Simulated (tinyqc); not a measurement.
The same layer on three faces: model-solid line-up of a strained alloy layer on a substrate.

All values of the alloy are linear in x but the gap, Eg(x) = (1 - x) Eg_A + x Eg_B - C x (1 - x), and the valence edge, Ev(x) = (1 - x) Ev_A + x Ev_B + fv C x (1 - x); Ec = Ev + Eg. Ev is the top of the unstrained valence band on a scale common to all materials. In the layer only the Gamma valley of the conduction band is followed, also where an X or L valley would lie lower.

Coherent growth: e_par = (a_s - a)/a. (001): e_perp = -2 (C12/C11) e_par; exx = eyy = e_par, ezz = e_perp, no shear. (111): e_perp = -(2 C11 + 4 C12 - 4 C44)/(C11 + 2 C12 + 4 C44) e_par; exx = eyy = ezz = (2 e_par + e_perp)/3 and exy = eyz = ezx = (e_perp - e_par)/3. (110): e_perp = -(C11 + 3 C12 - 2 C44)/(C11 + C12 + 2 C44) e_par; exx = eyy = (e_par + e_perp)/2, ezz = e_par, exy = (e_perp - e_par)/2, eyz = ezx = 0.

Strained edges: Ec + ac tr(e); the valence edges are Ev plus the levels of the 6 x 6 matrix of X, Y, Z times spin with -Dso/3 + l exx + m (eyy + ezz) on the diagonal (cyclic), n exy off it, l = av + 2 b, m = av - b, n = sqrt(3) d. Spin-orbit term (Dso/3) L.sigma on X, Y, Z with (L_k)_ij = -i epsilon_kij: <X+|H|Y+> = -i Dso/3, <X+|H|Z-> = Dso/3, <Y+|H|Z-> = -i Dso/3, <Z+|H|X-> = -Dso/3, <Z+|H|Y-> = i Dso/3, <X-|H|Y-> = i Dso/3, and their conjugates; + and - are the spin along z.

Parameters, chosen for this exercise (A near GaP, B near InP, substrate near GaAs; shifted at random, so the results belong to these values and not to a real crystal): a = (5.457, 5.861) angstrom (lattice constant of A, B); Eg = (2.913, 1.41) eV (gap at Gamma to the s-like level of A, B); Dso = (0.081, 0.109) eV (spin-orbit splitting of A, B); Ev = (-1.26, -0.93) eV (top of the unstrained valence band of A, B); ac = (-8.21, -6.04) eV (conduction deformation potential of A, B); av = (1.72, 0.59) eV (valence hydrostatic potential of A, B); b = (-1.59, -1.98) eV (tetragonal shear potential of A, B); d = (-4.66, -5.02) eV (trigonal shear potential of A, B); C11 = (141.7, 101.9) GPa (of A, B); C12 = (61.2, 55.5) GPa (of A, B); C44 = (69.4, 45.9) GPa (of A, B); C = 0.552 eV (bowing of the gap); fv = 0 (share of the bowing taken by the valence edge); a_s = 5.651 angstrom (substrate); x = 0.77 (fraction of B).

Composition and substrate are kept.

Results:

| face | e_perp (%) | tr(e) (%) | shift of Ec (meV) | shift of Ev (meV) | valence splitting (meV) | gap (eV) |
|---|---|---|---|---|---|---|
| (001) | 2.077 | -1.983 | 129.7 | 60.8 | 57.2 | 1.7268 |
| (111) | 1.153 | -2.907 | 190.1 | 66.0 | 58.9 | 1.7820 |
| (110) | 1.342 | -2.717 | 177.7 | 73.4 | 75.6 | 1.7622 |

The layer yields most along the normal on (001) and least on (111), so the volume change, and with it the shift of Ec, is largest on (111). The valence splitting, set by b on (001), by d on (111) and by both on (110), is largest on (110). The gaps span 55 meV, from (001) to (111).

(tinyqc, `OMP_NUM_THREADS=1 python tinyqc.py 1081531 1081532 out.jsonl`, Intel(R) Xeon(R) Processor @ 2.30GHz, 1 thread, shared host, about 0.01 s.)
